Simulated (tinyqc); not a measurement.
Inside a calculation: hole subbands of a hard-walled well, four-band Luttinger model. Values are carried at full precision from step to step, so a last printed digit may differ when a step is redone from the rounded ones.

Constants: hbar^2/2m0 = 3.80998211 eV angstrom^2.

Parameters, chosen for this exercise (near those of InP; the results hold for these values, not for the real material):
- b = -1.9 eV (shear deformation potential)
- C11 = 104.4 GPa
- C12 = 54.9 GPa
- e_par = 0.0039 (strain in the plane)
- g1 = 5.08 (Luttinger gamma1)
- g2 = 1.62 (gamma2)
- L = 75 angstrom (well width along [001])
- g3 = 2.1 (gamma3)
- k = 0.019 1/angstrom (wave vector in the plane)
- N = 4 (sines for each component)
- kmax = 0.101 1/angstrom (end of the path)

## Shear strain energy

e_perp = -2 (C12/C11) e_par and Zs = b (e_par - e_perp); Zs > 0 lifts the heavy-hole edge by Zs and lowers the light-hole edge by Zs.

e_perp = -0.00410
shear strain energy Zs = -0.01520 eV

## Levels at k = 0

R and S vanish: HHn = c (g1 - 2 g2)(n pi/L)^2 - Zs and LHn = c (g1 + 2 g2)(n pi/L)^2 + Zs, c = hbar^2/2m0, hole energies counted downwards. Sort HH1 to HH4 and LH1, LH2.

Levels:

| subband | E (eV) |
|---|---|
| HH1 | 0.0275 |
| LH1 | 0.0404 |
| HH2 | 0.0644 |
| HH3 | 0.1259 |
| LH2 | 0.2073 |
| HH4 | 0.2120 |

The top subband is HH1, 12.9 meV from LH1. The confinement energy of LH1 or the strain splitting is not small against a spin-orbit splitting of about 0.11 eV, so a six-band model would move the light holes.

## The matrix at one k

Hole energies are counted downwards from the unstrained band edge, c = hbar^2/2m0. After the usual block transformation one block is H = [[P + Q - Zs, R - i S], [R + i S, P - Q + Zs]] in (heavy, light), with P +/- Q = c [(g1 +/- g2) k^2 + (g1 -/+ 2 g2) kz^2], R = sqrt(3) c gR k^2, S = 2 sqrt(3) c g3 k kz, kz = -i d/dz; axial approximation gR = (g2 + g3)/2. Zs = b (e_par - e_perp) is the shear part of the strain (the hydrostatic part shifts all levels alike and is left out). Basis sqrt(2/L) sin(n pi z/L), n = 1 to N, for each component: kz^2 gives (n pi/L)^2 and the heavy-light block is R delta_nm - 2 sqrt(3) c g3 k D_nm with D_nm = 4 n m/(L (n^2 - m^2)) for n + m odd, 0 otherwise. The other block has the same levels. The split-off band is left out, a severe simplification for a spin-orbit splitting near 0.11 eV.

Fill in the 2N x 2N matrix, in meV.

H(k) (meV):
```
       h1      h2      h3      h4      l1      l2      l3      l4
h1  36.72       0       0       0    4.43   18.72       0    7.49
h2      0   73.62       0       0  -18.72    4.43   33.70       0
h3      0       0  135.12       0       0  -33.70    4.43   48.15
h4      0       0       0  221.22   -7.49       0  -48.15    4.43
l1   4.43  -18.72       0   -7.49   45.17       0       0       0
l2  18.72    4.43  -33.70       0       0  212.03       0       0
l3      0   33.70    4.43  -48.15       0       0  490.13       0
l4   7.49       0   48.15    4.43       0       0       0  879.46
```

## Levels and mixing

Diagonalise; give the four lowest hole energies and the weight of the heavy component (the first half of the basis) in each.

levels (meV): 31.13  38.51  80.38  120.15

heavy weight: 0.621  0.582  0.778  0.888

The most mixed of the four is number 2, with 58 % heavy character. Against 60 sines these levels lie 0.1, 0.1, 0.1 and 0.3 meV too high.

## Dispersion in the plane

N = 20, nine points from 0 to kmax.

Hole energies (meV):

| k (1/angstrom) | E1 | E2 | E3 | E4 | heavy weight of 1 | heavy weight of 2 |
|---|---|---|---|---|---|---|
| 0.0000 | 27.50 | 40.42 | 64.40 | 125.91 | 1.000 | 0.000 |
| 0.0126 | 30.19 | 37.65 | 72.28 | 122.79 | 0.942 | 0.200 |
| 0.0253 | 29.81 | 43.06 | 89.52 | 117.27 | 0.436 | 0.802 |
| 0.0379 | 27.64 | 55.90 | 111.58 | 115.52 | 0.384 | 0.850 |
| 0.0505 | 28.12 | 66.26 | 121.32 | 137.25 | 0.375 | 0.764 |
| 0.0631 | 31.46 | 71.59 | 130.46 | 165.95 | 0.367 | 0.662 |
| 0.0757 | 37.52 | 75.26 | 136.74 | 192.92 | 0.359 | 0.594 |
| 0.0884 | 46.11 | 79.92 | 140.74 | 211.54 | 0.351 | 0.547 |
| 0.1010 | 57.09 | 86.59 | 144.69 | 221.97 | 0.343 | 0.513 |

At small k the hole energy falls in subbands 2 and 4: an electron-like mass, caused by repulsion from a deeper subband. E2 - E1 is smallest, 7.5 meV, at k = 0.0126 of the points listed. The top subband goes from 1.00 to 0.34 in heavy weight.

## Mass of HH1 in the plane

Second order in k: 1/m = g1 + g2 - sum_n 12 c g3^2 D_1n^2/(LHn - HH1) over even n up to 60, with D_1n = 4n/(L (n^2 - 1)) in size, LHn - HH1 = c [(g1 + 2 g2) n^2 - (g1 - 2 g2)](pi/L)^2 + 2 Zs, c = hbar^2/2m0.

LHn - HH1 for n = 2, 4, 6 (meV): 179.8  847.2  1959.6
terms for n = 2, 4, 6: 1.4179  0.0481  0.0086
sum of all terms = 1.4796
mass without mixing, 1/(g1 + g2) = 0.1493 m0
1/m with mixing = 5.2204 1/m0

Mixing with the light holes takes m from 0.149 to 0.192 m0.

## Checks

- 1/m of HH1 from the full matrix (N = 60) at small k against second order: both 5.220.
- The 2 x 2 block with gR = g2 (k along [100]) for a plane wave (k, 0, pi/L) against the bulk heavy-hole formula, eV: both 0.01130.
- Lowest level at the given k on a real-space grid of 240 points against 60 sines, eV: both 0.0311.

Program tinyqc; command `OMP_NUM_THREADS=1 python tinyqc.py 1282253 1282254 out.jsonl`; about 0.1 s on one thread of a shared Intel(R) Xeon(R) Processor @ 2.30GHz.
